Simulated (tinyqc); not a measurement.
Pressure-driven transition between two phases with analytic equations of state: one step, computed by the program tinyqc.

Each phase obeys E = E0 + (9 V0 B0/16) [y^3 B' + y^2 (2 - 4 y)], y = (V0/V)^(2/3) - 1; P = (3 B0/2) (x^7 - x^5) [1 + (3/4)(B' - 4)(x^2 - 1)], x = (V0/V)^(1/3); E0 = 0 for phase 1 and Delta E0 for phase 2. H = E + P V.

Problem. Shift with temperature. Start from P = Delta E0/(V0 of phase 1 - V0 of phase 2); at each P solve P(V) = P for both phases and step P(new) = P - (H_2 - H_1)/(V_2 - V_1); stop when |H_2 - H_1| < 1e-10 eV. At the zero-temperature transition the volume change is V_2/V_1 - 1 and the work is P (V_1 - V_2). At T the condition is H_2 - H_1 - T Delta S = 0, with Delta S constant and thermal expansion left out; the Clausius-Clapeyron slope is dP/dT = Delta S/(V_2 - V_1) at the zero-temperature point.

Inputs (values chosen for the exercise, for two model phases): volume V0 of phase 1 = 12 angstrom^3/atom; B0 of phase 1 = 120 GPa; B' of phase 1 = 4.36; volume V0 of phase 2 = 9.45 angstrom^3/atom; B0 of phase 2 = 180 GPa; B' of phase 2 = 4.43; energy of phase 2 above phase 1, Delta E0 = 0.028 eV/atom; entropy of phase 2 less phase 1, Delta S = -0.19 k_B/atom; temperature T = 900 K.

Equation of state: Birch-Murnaghan.

V_2 at the transition = 9.358576 angstrom^3

V_1 at the transition = 11.82799 angstrom^3

transition pressure = 1.787998 GPa

Constants: k_B = 8.617333262e-05 eV/K; 1 eV/angstrom^3 = 160.2176634 GPa.

Give: Clapeyron slope; transition pressure at T; linear estimate at T.

Solution.

Clapeyron slope = 1.062 MPa/K

transition pressure at T = 2.752 GPa

linear estimate at T = 2.744 GPa

The dense phase has the lower entropy, so heating raises the transition pressure. Caution: a constant Delta S holds only at high temperature; it vanishes as T goes to 0, so the shift counted from T = 0 is somewhat too large.
